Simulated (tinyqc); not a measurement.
UHF in the 6-31g basis, for H3+, spin multiplicity 1, step by step (part 1 of 2). Computed by tinyqc, a small Python program that keeps every step (integrals from PySCF). Settings: charge = 1, multiplicity = 1, basis = 6-31g, energy threshold = 1e-10, iteration cap = 88, orthogonalisation = symmetric, start = Wolfsberg-Helmholz matrix, DIIS depth = 6, method = UHF, break = 0.7. Command: `OMP_NUM_THREADS=1 python tinyqc.py 29020 29021 out.jsonl` (the two numbers bound the seeds that draw the settings). One thread of a shared host (Intel(R) Xeon(R) Processor @ 2.60GHz), about 0.1 s of CPU time with the checks. Later iterations appear only in the table of the cycle.

## One-electron integrals

Geometry (angstrom):
```
atom         x         y          z
H     0.000000  0.000000   0.000000
H     0.000000  0.000000   0.955000
H     0.000000  0.393000  -0.886000
```

Basis 6-31g: exponents (1/bohr^2) and contraction coefficients of normalised primitives:
```
element  l (shell)   exponent  coefficient
H            s (1)  18.731137     0.033495
H            s (1)   2.825394     0.234727
H            s (1)   0.640122     0.813757
H            s (2)   0.161278     1.000000
```

Overlap, kinetic and nuclear-attraction integrals over the contracted functions; the nuclear repulsion is the sum of Za Zb / Rab.

nuclear repulsion = 1.38118454 hartree

overlap S:
```
          1H 1s     1H 2s     2H 1s     2H 2s     3H 1s     3H 2s
1H 1s  1.000000  0.658292  0.283336  0.429062  0.273590  0.423580
1H 2s  0.658292  1.000000  0.429062  0.769024  0.423580  0.762976
2H 1s  0.283336  0.429062  1.000000  0.658292  0.011892  0.125155
2H 2s  0.429062  0.769024  0.658292  1.000000  0.125155  0.360423
3H 1s  0.273590  0.423580  0.011892  0.125155  1.000000  0.658292
3H 2s  0.423580  0.762976  0.125155  0.360423  0.658292  1.000000
```

kinetic energy T (hartree):
```
          1H 1s     1H 2s      2H 1s      2H 2s      3H 1s      3H 2s
1H 1s  1.395678  0.259735   0.052512   0.120695   0.044342   0.117715
1H 2s  0.259735  0.241917   0.120695   0.153466   0.117715   0.151288
2H 1s  0.052512  0.120695   1.395678   0.259735  -0.020749  -0.005259
2H 2s  0.120695  0.153466   0.259735   0.241917  -0.005259   0.027874
3H 1s  0.044342  0.117715  -0.020749  -0.005259   1.395678   0.259735
3H 2s  0.117715  0.151288  -0.005259   0.027874   0.259735   0.241917
```

nuclear attraction V (hartree):
```
           1H 1s      1H 2s      2H 1s      2H 2s      3H 1s      3H 2s
1H 1s  -2.750663  -1.452746  -0.677837  -0.940385  -0.650335  -0.926898
1H 2s  -1.452746  -1.582245  -0.873785  -1.183587  -0.859385  -1.173247
2H 1s  -0.677837  -0.873785  -2.487026  -1.284899  -0.027728  -0.259205
2H 2s  -0.940385  -1.183587  -1.284899  -1.393305  -0.258081  -0.570713
3H 1s  -0.650335  -0.859385  -0.027728  -0.258081  -2.479081  -1.280256
3H 2s  -0.926898  -1.173247  -0.259205  -0.570713  -1.280256  -1.389602
```

core Hamiltonian H = T + V (hartree):
```
           1H 1s      1H 2s      2H 1s      2H 2s      3H 1s      3H 2s
1H 1s  -1.354984  -1.193011  -0.625325  -0.819690  -0.605992  -0.809184
1H 2s  -1.193011  -1.340329  -0.753090  -1.030120  -0.741671  -1.021959
2H 1s  -0.625325  -0.753090  -1.091347  -1.025164  -0.048478  -0.264464
2H 2s  -0.819690  -1.030120  -1.025164  -1.151389  -0.263340  -0.542839
3H 1s  -0.605992  -0.741671  -0.048478  -0.263340  -1.083402  -1.020521
3H 2s  -0.809184  -1.021959  -0.264464  -0.542839  -1.020521  -1.147685
```

## Two-electron integrals

Functions are numbered as in S; the eight-fold symmetry (ij|kl) = (ji|kl) = (kl|ij) leaves the list below.

Two-electron integrals (ij|kl) in chemists' order, unique and non-zero (hartree):
```
(11|11) 1.076566   (21|11) 0.578470   (21|21) 0.329423   (22|11) 0.587396
(22|21) 0.361304   (22|22) 0.453150   (31|11) 0.233936   (31|21) 0.135776
(31|22) 0.152628   (31|31) 0.075211   (32|11) 0.256802   (32|21) 0.159175
(32|22) 0.200255   (32|31) 0.095157   (32|32) 0.138848   (33|11) 0.541024
(33|21) 0.344558   (33|22) 0.451898   (33|31) 0.233936   (33|32) 0.367876
(33|33) 1.076566   (41|11) 0.367876   (41|21) 0.210687   (41|22) 0.233160
(41|31) 0.095157   (41|32) 0.114651   (41|33) 0.256802   (41|41) 0.138848
(42|11) 0.420485   (42|21) 0.260925   (42|22) 0.333812   (42|31) 0.125620
(42|32) 0.176167   (42|33) 0.420485   (42|41) 0.176167   (42|42) 0.267992
(43|11) 0.344558   (43|21) 0.218024   (43|22) 0.286344   (43|31) 0.135776
(43|32) 0.210687   (43|33) 0.578470   (43|41) 0.159175   (43|42) 0.260925
(43|43) 0.329423   (44|11) 0.451898   (44|21) 0.286344   (44|22) 0.384895
(44|31) 0.152628   (44|32) 0.233160   (44|33) 0.587396   (44|41) 0.200255
(44|42) 0.333812   (44|43) 0.361304   (44|44) 0.453150   (51|11) 0.224609
(51|21) 0.130539   (51|22) 0.147052   (51|31) 0.043020   (51|32) 0.049751
(51|33) 0.103161   (51|41) 0.077223   (51|42) 0.095026   (51|43) 0.067520
(51|44) 0.097367   (51|51) 0.070002   (52|11) 0.251289   (52|21) 0.155980
(52|22) 0.196814   (52|31) 0.050696   (52|32) 0.062260   (52|33) 0.131279
(52|41) 0.091500   (52|42) 0.123811   (52|43) 0.086209   (52|44) 0.127731
(52|51) 0.090492   (52|52) 0.135292   (53|11) 0.011105   (53|21) 0.006262
(53|22) 0.006718   (53|31) 0.002622   (53|32) 0.003021   (53|33) 0.006515
(53|41) 0.004027   (53|42) 0.004880   (53|43) 0.004111   (53|44) 0.005342
(53|51) 0.002542   (53|52) 0.002988   (53|53) 0.000127   (54|11) 0.083231
(54|21) 0.050602   (54|22) 0.061416   (54|31) 0.017034   (54|32) 0.020592
(54|33) 0.043313   (54|41) 0.030130   (54|42) 0.039697   (54|43) 0.028344
(54|44) 0.041249   (54|51) 0.027616   (54|52) 0.038971   (54|53) 0.000986
(54|54) 0.011597   (55|11) 0.534079   (55|21) 0.340713   (55|22) 0.448776
(55|31) 0.106277   (55|32) 0.132766   (55|33) 0.281099   (55|41) 0.195983
(55|42) 0.272760   (55|43) 0.185003   (55|44) 0.278549   (55|51) 0.224609
(55|52) 0.362908   (55|53) 0.006515   (55|54) 0.100120   (55|55) 1.076566
(61|11) 0.362908   (61|21) 0.207877   (61|22) 0.230112   (61|31) 0.079217
(61|32) 0.092066   (61|33) 0.195238   (61|41) 0.129490   (61|42) 0.159796
(61|43) 0.125416   (61|44) 0.170924   (61|51) 0.090492   (61|52) 0.111175
(61|53) 0.003984   (61|54) 0.035374   (61|55) 0.251289   (61|61) 0.135292
(62|11) 0.416308   (62|21) 0.258397   (62|22) 0.330767   (62|31) 0.097648
(62|32) 0.124705   (62|33) 0.271675   (62|41) 0.160353   (62|42) 0.226821
(62|43) 0.175625   (62|44) 0.248891   (62|51) 0.120310   (62|52) 0.172409
(62|53) 0.004851   (62|54) 0.051738   (62|55) 0.416308   (62|61) 0.172409
(62|62) 0.263793   (63|11) 0.084012   (63|21) 0.050988   (63|22) 0.061686
(63|31) 0.028652   (63|32) 0.039461   (63|33) 0.100120   (63|41) 0.036007
(63|42) 0.052174   (63|43) 0.058239   (63|44) 0.066087   (63|51) 0.016536
(63|52) 0.020364   (63|53) 0.000986   (63|54) 0.006768   (63|55) 0.043313
(63|61) 0.029961   (63|62) 0.039515   (63|63) 0.011597   (64|11) 0.209014
(64|21) 0.128770   (64|22) 0.162086   (64|31) 0.054888   (64|32) 0.072424
(64|33) 0.163961   (64|41) 0.083382   (64|42) 0.120161   (64|43) 0.103824
(64|44) 0.139330   (64|51) 0.053093   (64|52) 0.071570   (64|53) 0.002451
(64|54) 0.022412   (64|55) 0.163961   (64|61) 0.082405   (64|62) 0.119367
(64|63) 0.022412   (64|64) 0.058866   (65|11) 0.340713   (65|21) 0.215912
(65|22) 0.284560   (65|31) 0.069577   (65|32) 0.087188   (65|33) 0.185003
(65|41) 0.126012   (65|42) 0.176374   (65|43) 0.121676   (65|44) 0.182312
(65|51) 0.130539   (65|52) 0.207877   (65|53) 0.004111   (65|54) 0.058239
(65|55) 0.578470   (65|61) 0.155980   (65|62) 0.258397   (65|63) 0.028344
(65|64) 0.103824   (65|65) 0.329423   (66|11) 0.448776   (66|21) 0.284560
(66|22) 0.383145   (66|31) 0.100451   (66|32) 0.129210   (66|33) 0.278549
(66|41) 0.172178   (66|42) 0.250142   (66|43) 0.182312   (66|44) 0.268922
(66|51) 0.147052   (66|52) 0.230112   (66|53) 0.005342   (66|54) 0.066087
(66|55) 0.587396   (66|61) 0.196814   (66|62) 0.330767   (66|63) 0.041249
(66|64) 0.139330   (66|65) 0.361304   (66|66) 0.453150
```

## Orthogonalisation

S = U s U^T; symmetric (Loewdin) form X = U s^(-1/2) U^T, so that X^T S X = 1.

eigenvalues of S: 0.056418  0.252949  0.436115  0.643590  1.374790  3.236140

X:
```
           1H 1s      1H 2s      2H 1s      2H 2s      3H 1s      3H 2s
1H 1s   1.281927  -0.606277  -0.067236   0.084412  -0.061294   0.081774
1H 2s  -0.606277   2.836069  -0.015878  -1.112367  -0.017131  -1.095717
2H 1s  -0.067236  -0.015878   1.262336  -0.483765   0.017609   0.055937
2H 2s   0.084412  -1.112367  -0.483765   1.871038   0.055411   0.266076
3H 1s  -0.061294  -0.017131   0.017609   0.055411   1.261355  -0.484133
3H 2s   0.081774  -1.095717   0.055937   0.266076  -0.484133   1.855205
```

## Starting guess

The start is the generalised Wolfsberg-Helmholz matrix (K = 1.75) built on H, with HOMO and LUMO mixed by +/-0.7 rad for the two spins; D(s) = C_occ C_occ^T for each spin.

D(alpha) at the start:
```
           1H 1s      1H 2s      2H 1s      2H 2s      3H 1s      3H 2s
1H 1s   0.064275   0.073403  -0.059937  -0.021970   0.094863   0.097285
1H 2s   0.073403   0.083828  -0.068449  -0.025090   0.108335   0.111100
2H 1s  -0.059937  -0.068449   0.055892   0.020487  -0.088461  -0.090719
2H 2s  -0.021970  -0.025090   0.020487   0.007510  -0.032425  -0.033253
3H 1s   0.094863   0.108335  -0.088461  -0.032425   0.140008   0.143581
3H 2s   0.097285   0.111100  -0.090719  -0.033253   0.143581   0.147246
```

D(beta) at the start:
```
           1H 1s      1H 2s      2H 1s      2H 2s      3H 1s      3H 2s
1H 1s   0.065798   0.073070   0.096881   0.097668  -0.062346  -0.025050
1H 2s   0.073070   0.081145   0.107589   0.108462  -0.069237  -0.027819
2H 1s   0.096881   0.107589   0.142650   0.143808  -0.091799  -0.036885
2H 2s   0.097668   0.108462   0.143808   0.144975  -0.092544  -0.037184
3H 1s  -0.062346  -0.069237  -0.091799  -0.092544   0.059075   0.023736
3H 2s  -0.025050  -0.027819  -0.036885  -0.037184   0.023736   0.009537
```

## Iteration 1: building the Fock matrix

J_ij = sum D_kl (ij|kl) with D = D(alpha) + D(beta), K_ij = sum D_kl (ik|jl) for each spin; F = H + J - K(s); E = tr D H + tr D J / 2 - 0.5 sum_s tr D(s) K(s) + E_nn.

Coulomb J (hartree):
```
          1H 1s     1H 2s     2H 1s     2H 2s     3H 1s     3H 2s
1H 1s  1.230173  0.745358  0.332491  0.484117  0.320517  0.477799
1H 2s  0.745358  0.919000  0.447056  0.688097  0.440870  0.682868
2H 1s  0.332491  0.447056  1.084478  0.654826  0.014103  0.134479
2H 2s  0.484117  0.688097  0.654826  0.818476  0.134251  0.331518
3H 1s  0.320517  0.440870  0.014103  0.134251  1.082891  0.653945
3H 2s  0.477799  0.682868  0.134479  0.331518  0.653945  0.817850
```

exchange K(alpha) (hartree):
```
          1H 1s     1H 2s     2H 1s     2H 2s     3H 1s     3H 2s
1H 1s  0.325317  0.287745  0.007802  0.121133  0.304741  0.302211
1H 2s  0.287745  0.301031  0.005174  0.120025  0.360282  0.344845
2H 1s  0.007802  0.005174  0.015894  0.007478  0.002035  0.001759
2H 2s  0.121133  0.120025  0.007478  0.051695  0.129972  0.129940
3H 1s  0.304741  0.360282  0.002035  0.129972  0.571296  0.462999
3H 2s  0.302211  0.344845  0.001759  0.129940  0.462999  0.424989
```

exchange K(beta) (hartree):
```
          1H 1s     1H 2s      2H 1s      2H 2s      3H 1s     3H 2s
1H 1s  0.328663  0.287941   0.310946   0.304428   0.002567  0.116446
1H 2s  0.287941  0.298114   0.362137   0.342983   0.000786  0.114231
2H 1s  0.310946  0.362137   0.576657   0.464528  -0.002596  0.125803
2H 2s  0.304428  0.342983   0.464528   0.423082  -0.003333  0.124087
3H 1s  0.002567  0.000786  -0.002596  -0.003333   0.019250  0.006991
3H 2s  0.116446  0.114231   0.125803   0.124087   0.006991  0.048051
```

F(alpha) (hartree):
```
           1H 1s      1H 2s      2H 1s      2H 2s      3H 1s      3H 2s
1H 1s  -0.450129  -0.735397  -0.300637  -0.456706  -0.590216  -0.633595
1H 2s  -0.735397  -0.722359  -0.311208  -0.462048  -0.661083  -0.683936
2H 1s  -0.300637  -0.311208  -0.022763  -0.377816  -0.036410  -0.131743
2H 2s  -0.456706  -0.462048  -0.377816  -0.384608  -0.259060  -0.341261
3H 1s  -0.590216  -0.661083  -0.036410  -0.259060  -0.571808  -0.829575
3H 2s  -0.633595  -0.683936  -0.131743  -0.341261  -0.829575  -0.754824
```

F(beta) (hartree):
```
           1H 1s      1H 2s      2H 1s      2H 2s      3H 1s      3H 2s
1H 1s  -0.453475  -0.735594  -0.603781  -0.640002  -0.288042  -0.447830
1H 2s  -0.735594  -0.719442  -0.668171  -0.685007  -0.301587  -0.453323
2H 1s  -0.603781  -0.668171  -0.583526  -0.834865  -0.031779  -0.255787
2H 2s  -0.640002  -0.685007  -0.834865  -0.755995  -0.125755  -0.335409
3H 1s  -0.288042  -0.301587  -0.031779  -0.125755  -0.019762  -0.373567
3H 2s  -0.447830  -0.453323  -0.255787  -0.335409  -0.373567  -0.377886
```

total energy of this density = -0.99077367 hartree

## Iteration 1: diagonalisation and new density

Diagonalise F' = X^T F X, C = X C', fill 1 alpha and 1 beta electrons from the bottom; D(s) = C_occ C_occ^T. Each column has its largest component positive (the first on a tie).

F' = X^T F X (alpha) (hartree):
```
           1          2          3          4          5          6
1   0.093059  -0.585411  -0.151982  -0.044818  -0.310045  -0.120445
2  -0.585411   0.062589  -0.041886  -0.145354  -0.201998  -0.228164
3  -0.151982  -0.041886   0.364309  -0.434898   0.094751   0.052309
4  -0.044818  -0.145354  -0.434898   0.057008   0.007258  -0.064201
5  -0.310045  -0.201998   0.094751   0.007258  -0.020439  -0.622676
6  -0.120445  -0.228164   0.052309  -0.064201  -0.622676  -0.095706
```

orbital energies (alpha) (hartree): MO1 -1.048179, MO2 -0.368225, MO3 -0.055268, MO4 0.492419, MO5 0.632546, MO6 0.807526

coefficients C (alpha):
```
             MO1        MO2        MO3        MO4        MO5        MO6
1H 1s   0.314013  -0.194516   0.299177  -0.684077   0.433264  -1.073020
1H 2s   0.311170  -0.386181   1.996255   1.157565  -0.769016   2.164953
2H 1s  -0.002347  -0.290689  -0.138776  -0.401191   0.936878   0.832630
2H 2s  -0.095619  -0.453524  -1.462515  -0.210147  -0.750275  -1.446484
3H 1s   0.398567   0.236504  -0.093521  -0.896104  -0.757339   0.482420
3H 2s   0.281654   0.592713  -1.289700   0.456979   1.210649  -1.090374
```

F' = X^T F X (beta) (hartree):
```
           1          2          3          4          5          6
1   0.090690  -0.584428  -0.321749  -0.119064  -0.140534  -0.044527
2  -0.584428   0.065256  -0.200869  -0.228077  -0.041843  -0.141858
3  -0.321749  -0.200869  -0.027932  -0.622625   0.096661   0.009394
4  -0.119064  -0.228077  -0.622625  -0.095278   0.053536  -0.062174
5  -0.140534  -0.041843   0.096661   0.053536   0.362840  -0.435961
6  -0.044527  -0.141858   0.009394  -0.062174  -0.435961   0.058467
```

orbital energies (beta) (hartree): MO1 -1.052702, MO2 -0.365657, MO3 -0.056662, MO4 0.487263, MO5 0.638058, MO6 0.803743

coefficients C (beta):
```
             MO1        MO2        MO3        MO4        MO5        MO6
1H 1s   0.315681  -0.191115   0.302059  -0.671222   0.437453  -1.078738
1H 2s   0.302267  -0.389400   1.993283   1.145285  -0.747652   2.182322
2H 1s   0.404237   0.231556  -0.095293  -0.916460  -0.708143   0.517939
2H 2s   0.281282   0.587991  -1.316779   0.490863   1.158272  -1.145366
3H 1s  -0.006371  -0.292276  -0.139650  -0.360458   0.978529   0.800259
3H 2s  -0.096838  -0.462357  -1.432093  -0.249781  -0.792335  -1.411791
```

D(alpha) after iteration 1:
```
           1H 1s      1H 2s      2H 1s      2H 2s      3H 1s      3H 2s
1H 1s   0.098604   0.097711  -0.000737  -0.030026   0.125155   0.088443
1H 2s   0.097711   0.096827  -0.000730  -0.029754   0.124022   0.087642
2H 1s  -0.000737  -0.000730   0.000006   0.000224  -0.000935  -0.000661
2H 2s  -0.030026  -0.029754   0.000224   0.009143  -0.038110  -0.026931
3H 1s   0.125155   0.124022  -0.000935  -0.038110   0.158855   0.112258
3H 2s   0.088443   0.087642  -0.000661  -0.026931   0.112258   0.079329
```

D(beta) after iteration 1:
```
           1H 1s      1H 2s      2H 1s      2H 2s      3H 1s      3H 2s
1H 1s   0.099655   0.095420   0.127610   0.088795  -0.002011  -0.030570
1H 2s   0.095420   0.091365   0.122187   0.085022  -0.001926  -0.029271
2H 1s   0.127610   0.122187   0.163408   0.113705  -0.002575  -0.039145
2H 2s   0.088795   0.085022   0.113705   0.079119  -0.001792  -0.027239
3H 1s  -0.002011  -0.001926  -0.002575  -0.001792   0.000041   0.000617
3H 2s  -0.030570  -0.029271  -0.039145  -0.027239   0.000617   0.009378
```

## Iteration 2: building the Fock matrix

As before.

Coulomb J (hartree):
```
          1H 1s     1H 2s     2H 1s     2H 2s     3H 1s     3H 2s
1H 1s  1.338513  0.798403  0.352899  0.517491  0.338816  0.510125
1H 2s  0.798403  0.957678  0.461867  0.713184  0.452726  0.706031
2H 1s  0.352899  0.461867  1.104043  0.668639  0.015166  0.140447
2H 2s  0.517491  0.713184  0.668639  0.836342  0.139507  0.344942
3H 1s  0.338816  0.452726  0.015166  0.139507  1.093160  0.662974
3H 2s  0.510125  0.706031  0.140447  0.344942  0.662974  0.831762
```

exchange K(alpha) (hartree):
```
          1H 1s     1H 2s     2H 1s     2H 2s     3H 1s     3H 2s
1H 1s  0.435594  0.370580  0.092965  0.195360  0.339498  0.347474
1H 2s  0.370580  0.364175  0.082607  0.183974  0.378129  0.370121
2H 1s  0.092965  0.082607  0.032118  0.050290  0.059634  0.070276
2H 2s  0.195360  0.183974  0.050290  0.099773  0.165758  0.174306
3H 1s  0.339498  0.378129  0.059634  0.165758  0.555816  0.447264
3H 2s  0.347474  0.370121  0.070276  0.174306  0.447264  0.410770
```

exchange K(beta) (hartree):
```
          1H 1s     1H 2s     2H 1s     2H 2s     3H 1s     3H 2s
1H 1s  0.438601  0.371489  0.347807  0.351091  0.087421  0.191289
1H 2s  0.371489  0.363059  0.383482  0.371198  0.077145  0.178968
2H 1s  0.347807  0.383482  0.566384  0.452967  0.056954  0.164440
2H 2s  0.351091  0.371198  0.452967  0.412664  0.066286  0.170840
3H 1s  0.087421  0.077145  0.056954  0.066286  0.028187  0.045858
3H 2s  0.191289  0.178968  0.164440  0.170840  0.045858  0.094722
```

F(alpha) (hartree):
```
           1H 1s      1H 2s      2H 1s      2H 2s      3H 1s      3H 2s
1H 1s  -0.452065  -0.765188  -0.365392  -0.497559  -0.606674  -0.646533
1H 2s  -0.765188  -0.746826  -0.373830  -0.500910  -0.667074  -0.686049
2H 1s  -0.365392  -0.373830  -0.019422  -0.406814  -0.092946  -0.194293
2H 2s  -0.497559  -0.500910  -0.406814  -0.414820  -0.289591  -0.372203
3H 1s  -0.606674  -0.667074  -0.092946  -0.289591  -0.546058  -0.804811
3H 2s  -0.646533  -0.686049  -0.194293  -0.372203  -0.804811  -0.726693
```

F(beta) (hartree):
```
           1H 1s      1H 2s      2H 1s      2H 2s      3H 1s      3H 2s
1H 1s  -0.455073  -0.766096  -0.620234  -0.653290  -0.354597  -0.490348
1H 2s  -0.766096  -0.745710  -0.674705  -0.688134  -0.366089  -0.494897
2H 1s  -0.620234  -0.674705  -0.553688  -0.809492  -0.090266  -0.288456
2H 2s  -0.653290  -0.688134  -0.809492  -0.727711  -0.190118  -0.368737
3H 1s  -0.354597  -0.366089  -0.090266  -0.190118  -0.018430  -0.403404
3H 2s  -0.490348  -0.494897  -0.288456  -0.368737  -0.403404  -0.410645
```

total energy of this density = -1.16100832 hartree
